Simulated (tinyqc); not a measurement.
Worked calculation: band edges of strained Si(1-x)Ge(x) on relaxed Si(1-y)Ge(y). Values are carried at full precision from step to step, so a last printed digit may differ when a step is redone from the rounded ones.

Values are linear in the Ge fraction but for ED(x) = linear - CD x (1 - x) and a(x) = linear - Ca x (1 - x). Energies are on the common scale of Ev.

Inputs chosen for the exercise (end members near Si and Ge, in this order; shifted at random, so the results belong to these values and not to a real crystal):
- a = (5.426, 5.66) angstrom (lattice constant)
- Dso = (0.044, 0.287) eV (spin-orbit splitting)
- av = (2.47, 1.25) eV (valence hydrostatic potential)
- b = (-2.12, -2.55) eV (tetragonal shear potential)
- d = (-4.82, -5.34) eV (trigonal shear potential)
- C11 = (164, 127.9) GPa
- C12 = (63, 48.9) GPa
- C44 = (80.4, 65.9) GPa
- Ev = (0, 0.67) eV (top of the unstrained valence band)
- ED = (1.138, 0.917) eV (gap to the Delta valleys)
- EL = (1.983, 0.744) eV (gap to the L valleys)
- aD = (1.55, 1.4) eV (hydrostatic potential of the Delta gap)
- aL = (-3.16, -2.51) eV (hydrostatic potential of the L gap)
- XuD = (9.46, 9.13) eV (uniaxial potential, Delta)
- XuL = (16.5, 15.13) eV (uniaxial potential, L)
- CD = 0.209 eV (bowing of the Delta gap)
- Ca = 0 angstrom (bowing of the lattice constant)
- x = 0.21 (Ge fraction of the layer)
- y = 0 (Ge fraction of the relaxed buffer)
- face = 001 (growth face)

## Values of the layer and the buffer

Interpolate at x and at y.

Interpolated values (a in angstrom, C11, C12, C44 in GPa, all else in eV):

| symbol | layer | buffer |
|---|---|---|
| a | 5.4751 | 5.4260 |
| Dso | 0.0950 | 0.0440 |
| av | 2.2138 | 2.4700 |
| b | -2.2103 | -2.1200 |
| d | -4.9292 | -4.8200 |
| C11 | 156.4190 | 164.0000 |
| C12 | 60.0390 | 63.0000 |
| C44 | 77.3550 | 80.4000 |
| Ev | 0.1407 | 0.0000 |
| ED | 1.0569 | 1.1380 |
| EL | 1.7228 | 1.9830 |
| aD | 1.5185 | 1.5500 |
| aL | -3.0235 | -3.1600 |
| XuD | 9.3907 | 9.4600 |
| XuL | 16.2123 | 16.5000 |

## Strain of the layer on a (001) buffer

Coherent growth on a (001) face: e_par = (a(y) - a(x))/a(x), e_perp = -2 (C12/C11) e_par; exx = eyy = e_par, ezz = e_perp, no shear.

Use the elastic constants of the layer.

e_par = -0.008975
e_perp = 0.006890

strain tensor in the cubic axes:
```
           x          y         z
x  -0.008975   0.000000  0.000000
y   0.000000  -0.008975  0.000000
z   0.000000   0.000000  0.006890
```

The layer is under compression in the plane; its volume changes by -1.106 %.

## Conduction valleys of the layer

A valley with unit axis u lies at Ev + gap + (av + a_valley) tr(e) + Xu (u.e.u - tr(e)/3); the Delta axes are x, y, z and the L axes [111], [1-1-1], [-11-1], [-1-11]. The second-order shift of the Delta valleys under shear is left out; it lowers the pair normal to the sheared plane by tens of meV at a shear of 1 %.

Give the hydrostatic shifts, the uniaxial shifts and the edges.

hydrostatic shifts of Delta and L (eV): -0.0413  0.0090

uniaxial shifts (eV): Delta x -0.0497, Delta y -0.0497, Delta z 0.0993, L [111] 0.0000, L [1-1-1] 0.0000, L [-11-1] 0.0000, L [-1-11] 0.0000

valley edges (eV): Delta x 1.1067, Delta y 1.1067, Delta z 1.2557, L [111] 1.8725, L [1-1-1] 1.8725, L [-11-1] 1.8725, L [-1-11] 1.8725

The lowest set is Delta4 (the digit counts whole valleys) at 1.1067 eV; the Delta valleys spread over 149 meV and the L valleys over 0 meV.

## Valence edges of the layer

Valence edges: Ev plus the levels of the 6 x 6 matrix of X, Y, Z times spin with -Dso/3 + l exx + m (eyy + ezz) on the diagonal (cyclic), n exy off it, l = av + 2 b, m = av - b, n = sqrt(3) d. Spin-orbit term (Dso/3) L.sigma on X, Y, Z with (L_k)_ij = -i epsilon_kij: <X+|H|Y+> = -i Dso/3, <X+|H|Z-> = Dso/3, <Y+|H|Z-> = -i Dso/3, <Z+|H|X-> = -Dso/3, <Z+|H|Y-> = i Dso/3, <X-|H|Y-> = i Dso/3, and their conjugates; + and - are the spin along z.

Give the strain block and the three twofold edges.

strain block (eV), lower triangle:
```
        X       Y        Z
X  0.0106
Y       0  0.0106
Z       0       0  -0.0946
```

edges from the top (eV): 0.1513  0.1091  -0.0068

The top two edges are split by 42 meV.

## Gap and offsets against the buffer

Buffer: Ev(y) and Ec = Ev(y) + min(ED, EL). dEc = Ec(buffer) - Ec(layer), dEv = Ev(layer) - Ev(buffer); positive values confine the carrier in the layer; type I if both have one sign.

gap of the strained layer = 0.9554 eV
gap of the buffer = 1.1380 eV
dEc = 0.0313 eV
dEv = 0.1513 eV

Type I: electrons collect in the layer (31 meV) and holes in the layer (151 meV). The relaxed layer would have a gap of 1.057 eV, so strain has moved it by -102 meV. An offset this small is within the spread of published parameter sets, so the type is not settled by this model.

## Checks

- Mean of the three Delta edges against the hydrostatic shift alone (eV): both 1.15634.

Computed by tinyqc, a small Python program: `OMP_NUM_THREADS=1 python tinyqc.py 1050316 1050317 out.jsonl` (the numbers bound the seed that draws the inputs); one thread of a shared host (Intel(R) Xeon(R) Processor @ 2.30GHz), about 0.01 s for the whole set of steps.
